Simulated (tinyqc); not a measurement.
# Schottky barrier on an n-type semiconductor, non-linear Poisson equation by Newton steps: effects of single changes

One dimension, metal at x = 0, donor density C(x) = Nd, uniform. Energies are counted from the electron Fermi level of the semiconductor and the conduction-band edge is Ec = -psi, so n = Nc exp(psi/Vt); holes follow the Fermi level of the metal, at -V, so p = Nv exp((V - psi - Eg)/Vt). Ends: psi(0) = V - phiB and psi = Vt ln(Nd/Nc) deep inside. Boltzmann statistics, full ionisation, no current, no image force in the Poisson equation.

Inputs (values chosen for the exercise); band and dielectric values those of a made-up semiconductor:
- T = 400 K (temperature)
- Eg = 1.78 eV (band gap)
- eps_r = 10.5 (relative permittivity)
- Nc = 9.61e17 cm^-3 (conduction-band density of states at T)
- Nv = 2.23e19 cm^-3 (valence-band density of states at T)
- Nd = 7.7e15 cm^-3 (donor density deep in the semiconductor)
- phiB = 0.97 eV (barrier height)
- V = 0 V (bias of the metal against the semiconductor)

Constants: q = 1.602176634e-19 C, kB = 1.380649e-23 J/K, Vt = kB T/q, eps0 = 8.8541878128e-14 F/cm where lengths are in cm. Results are converted to the units shown.

Each table varies one quantity; the others keep the values above.

## Capacitance-voltage profiling

The Poisson equation d/dx(eps0 eps_r dpsi/dx) = -q (p - n + C) is solved on a mesh of about 1000 nodes or more that ends in neutral material. C_s = q d/dV of the integral of n over x, from the linearised equation. Probed depth w = eps0 eps_r/C_s; apparent doping N_app = C_s^3/(q eps0 eps_r dC_s/dV), the derivative by central differences over +/- 0.02 V.

The same in every row: true C(w) (cm^-3) = 7.700e15.

Capacitance-voltage profiling:

| V (V) | C_s (nF/cm^2) | w (nm) | N_app (cm^-3) | \|E_0\| (kV/cm) |
|---|---|---|---|---|
| 0 | 27.31 | 340.5 | 7.697e15 | 45.18 |
| -0.8 | 19.12 | 486.3 | 7.699e15 | 64.53 |
| -1.6 | 15.56 | 597.6 | 7.700e15 | 79.29 |
| -2.4 | 13.45 | 691.1 | 7.700e15 | 91.71 |
| -3.2 | 12.02 | 773.5 | 7.700e15 | 102.6 |
| -4 | 10.97 | 847.8 | 7.700e15 | 112.5 |
| -4.8 | 10.15 | 916.2 | 7.700e15 | 121.6 |
| -5.6 | 9.489 | 979.8 | 7.700e15 | 130.0 |
| -6.4 | 8.944 | 1039 | 7.700e15 | 137.9 |
| -7.2 | 8.483 | 1096 | 7.700e15 | 145.4 |
| -8 | 8.087 | 1150 | 7.700e15 | 152.6 |

Read the table: what changes, and by how much?

C_s falls from 27.3 to 8.09 nF/cm^2 while the probed depth goes from 340 to 1150 nm. The apparent doping stays near 7.70e15 cm^-3. It departs most from the true doping at that depth for V = 0 V, where it is 0.042 % below it; so the doping is read well over the depths probed.

## Effect of the relative permittivity

First integral for uniform doping: E_0^2 = (2 q/(eps0 eps_r)) [Nd (U - Vt + Vt exp(-U/Vt)) + Vt p_0], U = Vbi - V, Vbi = phiB - Vt ln(Nc/Nd), p_0 = Nv exp((phiB - Eg)/Vt) (deep holes neglected). Image-force lowering dphi = sqrt(q E_0/(4 pi eps0 eps_r)), at x_m = sqrt(q/(16 pi eps0 eps_r E_0)). W = sqrt(2 eps0 eps_r U/(q Nd)).

The same in every row: Vbi (V) = 0.8036; p_0/Nd = 1.804e-7.

Result of one run:

| eps_r | W (nm) | E_0 (kV/cm) | dphi (mV) | exp(dphi/Vt) |
|---|---|---|---|---|
| 16 | 429.6 | 36.60 | 18.15 | 1.693 |

What becomes of these results when the relative permittivity eps_r is changed from 16 to 18, all else the same?

Result of the changed run:

| eps_r | W (nm) | E_0 (kV/cm) | dphi (mV) | exp(dphi/Vt) |
|---|---|---|---|---|
| 18 | 455.7 | 34.51 | 16.61 | 1.619 |

The whole series:

| eps_r | W (nm) | E_0 (kV/cm) | dphi (mV) | exp(dphi/Vt) |
|---|---|---|---|---|
| 6 | 263.1 | 59.77 | 37.87 | 3.000 |
| 8 | 303.8 | 51.76 | 30.52 | 2.424 |
| 10 | 339.6 | 46.30 | 25.82 | 2.115 |
| 12 | 372.1 | 42.26 | 22.52 | 1.922 |
| 14 | 401.9 | 39.13 | 20.06 | 1.790 |
| 16 | 429.6 | 36.60 | 18.15 | 1.693 |
| 18 | 455.7 | 34.51 | 16.61 | 1.619 |
| 20 | 480.3 | 32.74 | 15.35 | 1.561 |

As eps_r goes from 6 to 20, the surface field falls from 59.8 to 32.7 kV/cm, the lowering falls from 37.9 to 15.4 mV and W rises from 263 to 480 nm. Over the table the lowering goes as eps_r^(-0.75); the depletion formulas give -3/4.

Program tinyqc, `OMP_NUM_THREADS=1 python tinyqc.py 2020016 2020017 out.jsonl`; Intel Xeon 2.30GHz, shared host, one thread, about 0.04 s.
